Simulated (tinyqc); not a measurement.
The window of frequencies: the 3-omega method: a line heater on a substrate with a thin film. Computed by tinyqc, a small Python program. Command: `OMP_NUM_THREADS=1 python tinyqc.py 3006217 3006218 out.jsonl threeomega walk`. One thread of a shared host (Intel(R) Xeon(R) Processor @ 2.30GHz), about 0.01 s of CPU time with the checks.

A current at angular frequency omega = 2 pi f heats the line at 2 omega with the amplitude P per length; the temperature swing Delta T at 2 omega gives a voltage at 3 omega. The substrate is taken as semi-infinite and isotropic, and the heat capacity of heater and film is left out.

Inputs (values chosen for the exercise, modelled on silicon nitride on silica): substrate conductivity kappa = 1.36 W/(m K); substrate heat capacity C = 1.64 1e6 J/(m^3 K); heater half-width b = 3 micrometre; power amplitude per length P = 4.2 W/m; current frequency f = 45 Hz; substrate thickness d_s = 500 micrometre.

Method:
- D = kappa/C; q = sqrt(2 i omega/D); penetration depth 1/|q| = sqrt(D/(2 omega)).
- Delta T_s = (P/(pi kappa)) int_0^infinity (sin x/x)^2 / sqrt(x^2 + (q b)^2) dx with (q b)^2 = i |q b|^2, averaged over the heater width (12 Gauss-Legendre points on each of the pieces 0, 14 log-spaced edges from 1e-5 to 1, and multiples of pi to 40 pi; the tail adds 1/(4 (40 pi)^2)).
- For |q| b much below 1: Delta T_s = (P/(pi kappa)) [-ln(|q| b) + eta - i pi/4], eta = 3/2 - C_E = 0.92278, with Euler's C_E = 0.5772157.
- The slope value uses each f and 2f: kappa = P ln 2/(2 pi [Delta T(f) - Delta T(2f)]).

diffusivity D = 0.829268 mm^2/s

Bare substrate; columns: (1) f (Hz); (2) penetration depth (micrometre); (3) |q| b; (4) in-phase (K); (5) out-of-phase (K); (6) narrow-line form (K); (7) kappa from the slope (W/(m K)):
```
(1)         (2)        (3)      (4)       (5)       (6)     (7)
0.073    950.78  0.0031553   6.5680  -0.77205    6.5680  1.3600
0.73     300.66  0.0099779   5.4363  -0.77197    5.4362  1.3601
7.3      95.078   0.031553   4.3046  -0.77133    4.3045  1.3605
37       42.232   0.071036   3.5074  -0.76904    3.5068  1.3626
150      20.975    0.14303   2.8214  -0.76216    2.8188  1.3704
730      9.5078    0.31553   2.0534  -0.73671    2.0410  1.4090
2900     4.7703    0.62889   1.4094  -0.67492    1.3630  1.5443
15000    2.0975     1.4303  0.74905  -0.51114   0.55531  2.2138
73000   0.95078     3.1553  0.34629  -0.29668  -0.22245  4.5599
440000  0.38727     7.7465  0.14095  -0.13276   -1.1054  11.223
```

What does the comparison show, and why?

The slope gives kappa within 1 % up to |q| b = 0.14 (f = 150 Hz) among these rows. The penetration depth stays under d_s/5 = 100 micrometre from f = 7.3 Hz up, so a usable window lies between the two. At high f the flow turns one-dimensional: in-phase and out-of-phase parts become equal in size (ratio 0.94 in the last row) and fall as f^(-1/2) (exponent -0.50).
